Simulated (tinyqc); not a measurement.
Stoner model of a band ferromagnet: sweeps and comparisons. A value that a table varies takes the place of the one given here.

Density of states per atom and spin: flat with a rise to the top, D(e) = (M/W) [1 - sp + 4 sp (e/W + 1/2)^3]. Levels e -/+ I m/2 for up and down spin, m = n_up - n_down, n_up + n_down = nd. At zero temperature e(N) is the energy below which N states lie, and E(m) = sum over spins of integral e D de - I m^2/4.

Constants: kB = 8.617333262e-05 eV/K.

Values chosen for the exercise: W = 5.5 eV (band width, e from -W/2 to W/2); M = 5 (states per atom and spin); nd = 9.07 (electrons per atom); sp = 0.4 (shape parameter); I = 0.61 eV (Stoner parameter).

## Moment against temperature

Fermi-Dirac occupations on 600 equal energy intervals; m is iterated from saturation until it changes by less than 1e-7 or for 400 rounds; the paramagnet is unstable while I times the mean of D weighted by -df/de exceeds 1.

Results:
```
T/Tc  T (K)  m (muB)  I D(T) of the paramagnet
0.10    119    0.930                     1.107
0.30    357    0.905                     1.107
0.50    595    0.826                     1.097
0.65    773    0.726                     1.077
0.80    952    0.574                     1.048
0.90   1071    0.418                     1.025
0.95   1130    0.300                     1.012
1.10   1309    0.000                     0.975
```

Tc (from I D(T) = 1) = 1.19e+03 K

What can be read from the table?

kB Tc = 0.103 eV, 0.18 of the exchange splitting at zero temperature. m keeps 0.89 of its first value at half Tc and 0.45 at 0.9 Tc. The model knows only Stoner excitations; spin waves and local moments bring the ordering temperature below the Stoner value.

## Moment against the Stoner parameter

Lowest state for each I.

Results:
```
I (eV)  I D(EF)  m (muB)  E - E(0) (meV)
0.33      0.599    0.000             0.0
0.44      0.799    0.000             0.0
0.50      0.907    0.000             0.0
0.55      0.998    0.000             0.0
0.61      1.107    0.930           -12.5
0.69      1.252    0.930           -29.8
0.83      1.506    0.930           -60.1
1.00      1.815    0.930           -96.9
```

How do the results move?

A moment first appears at I = 0.61 eV of those listed, where I D(EF) = 1.107. It is saturated at 0.930 from I = 0.61 eV on. Between that row and the one before it m goes from zero to saturation; the table does not show whether the onset is abrupt.

## Moment against band filling

Rigid band, I fixed: a Slater-Pauling curve.

Results:
```
nd   I D(EF)  m (muB)  m_max
3.0    0.424    0.000    3.0
4.0    0.512    0.000    4.0
5.0    0.619    0.000    5.0
6.0    0.735    0.000    4.0
6.5    0.794    0.000    3.5
7.0    0.855    0.000    3.0
7.5    0.916    0.000    2.5
8.0    0.977    0.000    2.0
8.5    1.038    1.500    1.5
9.0    1.099    1.000    1.0
9.5    1.159    0.500    0.5
```

What does this show?

Magnetic fillings among those listed: 8.5, 9.0 and 9.5; the largest moment is 1.50 at nd = 8.5. At 8.5, 9.0 and 9.5 the moment is saturated and follows m_max, changing by one per electron.

## What moves the moment

Lowest state for each case. Each row changes one parameter from the base and keeps the others.

Results:
```
case          I D(EF)  m (muB)  E - E(0) (meV)
base            1.107    0.930           -12.5
W = 5.06 eV     1.203    0.930           -22.1
I = 0.659 eV    1.196    0.930           -23.1
nd = 8.77       1.071    1.230           -14.5
sp = 0.5        1.262    0.930           -27.2
```

How do the results move?

The largest shifts from the base row, up to three for each result and ties (the steps differ in size, so this ranks the rows, not the parameters). I D(EF): sp +0.155, W +0.096, I +0.089. m (muB): nd +0.300; unchanged at the printed digits by W, I and sp. E - E(0) (meV): sp -14.6, I -10.6, W -9.5.

Program tinyqc; command `OMP_NUM_THREADS=1 python tinyqc.py 1650095 1650096 out.jsonl`; about 0.4 s on one thread of a shared Intel(R) Xeon(R) Processor @ 2.30GHz.
